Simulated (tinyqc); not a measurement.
Chemical vapour deposition: Grove model, boundary layer, depletion and step coverage: one step, computed by the program tinyqc. Command: `OMP_NUM_THREADS=1 python tinyqc.py 3002267 3002268 out.jsonl cvd walk`. One thread of a shared host (Intel(R) Xeon(R) Processor @ 2.30GHz), about 0.01 s of CPU time with the checks.

A precursor diffuses to the surface and reacts there at first order; each molecule that reacts adds one formula unit of film.

Question. Step coverage in a trench. In a long trench of width w and depth l = aspect ratio x w: Knudsen diffusivity D_K = (2w) c/3 (hydraulic diameter 2w), combined as 1/D_e = 1/D_K + 1/D; D_e d2C/dz2 = 2 k_s C/w with D_e dC/dz = -k_s C at the floor. With m = sqrt(2 k_s/(w D_e)): C(floor)/C(top) = 1/[cosh(m l) + (k_s/(D_e m)) sinh(m l)].

Inputs (values chosen for the exercise, close to those used for polysilicon from silane): temperature T = 620 C; trench width w = 0.062 um; aspect ratio of the trench = 19.

Reactor: wafer stack, low pressure.

mean speed c = 76873.09 cm/s

gas diffusivity D = 1673.356 cm^2/s

surface rate constant k_s = 1.228213 cm/s

Give: Knudsen diffusivity D_K; effective diffusivity D_e; modulus m l; step coverage.

Answer.

Knudsen diffusivity D_K = 0.31774 cm^2/s

effective diffusivity D_e = 0.31768 cm^2/s

modulus m l = 0.13155

step coverage = 0.99096

Caution: the hydraulic-diameter form of D_K is rough for a slit.
